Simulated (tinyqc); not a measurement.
Comparisons within one model: shallow acceptor in the spherical four-band model. A value that a table varies takes the place of the one given here.

The ground state 1S3/2 has an L = 0 part f(r) and an L = 2 part g(r). In units of Ry* and a*, with Gaussians f_i = exp(-a_i r^2), g_i = r^2 exp(-a_i r^2), A = a_i + a_j and I(n) = Gamma((n + 1)/2)/(2 A^((n + 1)/2)): S_ff = I(2), S_gg = I(6), H_ff = (6 a_i a_j/A) I(2) - 2 I(1), H_gg = (14 a_i a_j/A) I(6) - 2 I(5), H_fg = -mu [15 I(2) - 20 a_j I(4) + 4 a_j^2 I(6)]; each function is then normalised. The split-off band is left out.

Converged values use 22 exponents 2.2^i, i = -7 to 14, for f and for g.

Units Ry* = Ry/(g1 eps^2) and a* = a0 eps g1; mu = (6 g3 + 4 g2)/(5 g1) is the spherical heavy-light coupling and delta = (g3 - g2)/g1 the cubic term, which is left out.

Constants: Ry = 13.60569312 eV; a0 (Bohr radius) = 0.5291772105 angstrom.

Values chosen for the exercise (near those of a shallow acceptor in GaSb; shifted at random, so the results belong to these values and not to a real crystal): mus = (0.15, 0.29, 0.45, 0.61, 0.71, 0.83, 0.88) (couplings); rc = 1.7 angstrom (radius of the central cell); Vs = (3, 1, 0, -1, -2, -3, -4) eV (central-cell strengths); g1 = 13.4 (Luttinger gamma1); g2 = 4.71 (gamma2); g3 = 6.01 (gamma3); eps = 15.8 (dielectric constant).

## Strength of the heavy-light coupling

Ry* = 4.0673 meV

Converged values in Ry* and a*; the heavy-mass hydrogen model gives 1/(1 - mu).

Results:

| mu | binding (Ry*) | 1/(1 - mu) | ratio | L = 2 weight | <r> (a*) | binding (meV) |
|---|---|---|---|---|---|---|
| 0.15 | 1.021 | 1.176 | 0.868 | 0.010 | 1.474 | 4.2 |
| 0.29 | 1.082 | 1.408 | 0.769 | 0.036 | 1.403 | 4.4 |
| 0.45 | 1.228 | 1.818 | 0.675 | 0.088 | 1.260 | 5.0 |
| 0.61 | 1.530 | 2.564 | 0.597 | 0.166 | 1.039 | 6.2 |
| 0.71 | 1.906 | 3.448 | 0.553 | 0.230 | 0.853 | 7.8 |
| 0.83 | 2.966 | 5.882 | 0.504 | 0.324 | 0.568 | 12.1 |
| 0.88 | 4.038 | 8.333 | 0.485 | 0.369 | 0.425 | 16.4 |

How do the results move?

The binding starts as 1 + O(mu^2), 1.021 at mu = 0.15, since the coupling enters in second order, and reaches 4.04 at mu = 0.88. The ratio to the heavy-mass model falls from 0.87 to 0.48, towards about 0.44 as mu goes to 1: the bound hole is only partly heavy. The L = 2 weight grows to 0.37 and the radius shrinks by a factor 3.5.

## Central-cell correction

mu = 0.81940
a* = 112.037 angstrom

A short-range term V exp(-r^2/rc^2) is added (negative: attracts the hole); its elements are V S (A/(A + 1/rc^2))^(3/2) for f and ^(7/2) for g, in the same units.

Results:

| V (eV) | 1S binding (meV) | 2S binding (meV) | <r> (angstrom) | L = 2 weight |
|---|---|---|---|---|
| 3.0 | 11.1 | 3.40 | 69.0 | 0.313 |
| 1.0 | 11.3 | 3.43 | 67.7 | 0.314 |
| 0.0 | 11.4 | 3.45 | 66.8 | 0.314 |
| -1.0 | 11.6 | 3.47 | 65.9 | 0.315 |
| -2.0 | 11.8 | 3.50 | 64.8 | 0.316 |
| -3.0 | 12.1 | 3.53 | 63.5 | 0.316 |
| -4.0 | 12.4 | 3.57 | 61.9 | 0.317 |

What does this show, and why?

From V = 0 to -4 eV the 1S binding grows by 0.9 meV (8 %) and the 2S binding by 0.12 meV, so the chemical shift sits mainly in the ground state. A repulsion of 3 eV removes 0.4 meV. The slope is 0.31 meV per eV over the last step against 0.13 on the repulsive side, since attraction pulls the state into the cell; over this range the level stays shallow.

## What each parameter does

Converged values. Each row changes one parameter from the base and keeps the others.

Results:

| case | mu | Ry* (meV) | binding (meV) | <r> (angstrom) |
|---|---|---|---|---|
| base | 0.819 | 4.07 | 11.45 | 66.8 |
| g1 = 14.47 | 0.759 | 3.77 | 8.32 | 90.3 |
| g2 = 4 | 0.777 | 4.07 | 9.58 | 78.8 |
| g3 = 5.53 | 0.776 | 4.07 | 9.56 | 79.0 |
| eps = 14.5 | 0.819 | 4.83 | 13.59 | 61.3 |

How do the results move?

The largest shifts from the base row, up to three for each result and ties (the steps differ in size, so this ranks the rows, not the parameters). mu: g1 -0.061, g3 -0.043, g2 -0.042; unchanged at the printed digits by eps. Ry* (meV): eps +0.76, g1 -0.30; unchanged at the printed digits by g2 and g3. binding (meV): g1 -3.13, eps +2.14, g3 -1.89. <r> (angstrom): g1 +23.4, g3 +12.1, g2 +12.0. g1 acts twice: it lowers Ry* and it lowers mu.

Computed by tinyqc, a small Python program: `OMP_NUM_THREADS=1 python tinyqc.py 1251674 1251675 out.jsonl` (the numbers bound the seed that draws the inputs); one thread of a shared host (Intel(R) Xeon(R) Processor @ 2.30GHz), about 0.06 s for the whole set of steps.
